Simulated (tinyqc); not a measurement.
Inside a calculation: two-dimensional electron gas with Rashba and Dresselhaus coupling. Values are carried at full precision from step to step, so a last printed digit may differ when a step is redone from the rounded ones.

H = c k^2/m + al (ky sx - kx sy) + b1 (kx sx - ky sy) + gam kx ky (kx sy - ky sx), s the Pauli matrices, x = [100], c = hbar^2/2m0, b1 = gam (pi/L)^2 (hard walls). H = c k^2/m + B.s, so E = c k^2/m -/+ |B| and the lower state has its spin along -B.

Constants: hbar^2/2m0 = 3.80998211 eV angstrom^2; hbar = 6.58211957e-16 eV s.

Values chosen for the exercise (of the size met in InAs; the results hold for these values, not for the real material): m = 0.0244 m0 (mass); al = 0.26 eV angstrom (Rashba constant); gam = 28.9 eV angstrom^3 (bulk Dresselhaus constant); L = 206 angstrom (width of the (001) well); n = 9.4 1e11/cm^2 (sheet density (one subband filled)); phi = 15 degrees (angle of k from [100]).

## Scales

b1; mean Fermi wave vector k0 = sqrt(2 pi n) (1e11/cm^2 = 1e-5/angstrom^2); E0 = c k0^2/m; b3 = gam k0^2/4; kR = al m/(2c) and ER = al kR/2, the shift and depth of a pure Rashba band.

b1 = 0.006721 eV angstrom
k0 = 0.024303 1/angstrom
E0 = 92.223 meV
b3 = 0.004267 eV angstrom
kR = 0.0008325 1/angstrom
ER = 0.1082 meV

The ratio al/(b1 - b3) is 105.94; kR is 3.4 % of k0.

## Spin-orbit field at one point of the Fermi circle

k = k0 (cos phi, sin phi). Form B, the splitting 2|B| and the direction of the lower spin, atan2(-By, -Bx).

Bx, By (meV): 1.7663  -6.0455

splitting = 12.5965 meV
direction of the lower spin = 106.3 degrees

## The matrix

H = [[E0, Bx - i By], [Bx + i By, E0]] in meV; diagonalise. Precession period h/(2|B|) = 2 pi hbar/(splitting).

H (meV):
```
                  up            down
up           92.2233  1.7663+6.0455i
down  1.7663-6.0455i         92.2233
```

levels (meV): 85.9251  98.5216

period = 0.328 ps

## The two wave vectors at the energy E0 along this direction

Solve c k^2/m -/+ |B(k)| = E0. The spin turns by (k_outer - k_inner) per length, so a half turn takes pi/(difference).

k (1/angstrom): outer 0.025146, inner 0.023486

difference = 0.001660 1/angstrom
length of a half turn = 189.3 nm

For linear terms alone the difference is (m/c)|B|/k, whatever the energy: every electron along this direction turns alike, the basis of the spin transistor. The cubic term makes it depend on density.

## Checks

- Difference of the Fermi wave vectors without Dresselhaus terms against al m/c: both 0.0016651.

tinyqc: `OMP_NUM_THREADS=1 python tinyqc.py 1451062 1451063 out.jsonl`; about 0.01 s, one thread, shared Intel(R) Xeon(R) Processor @ 2.30GHz.
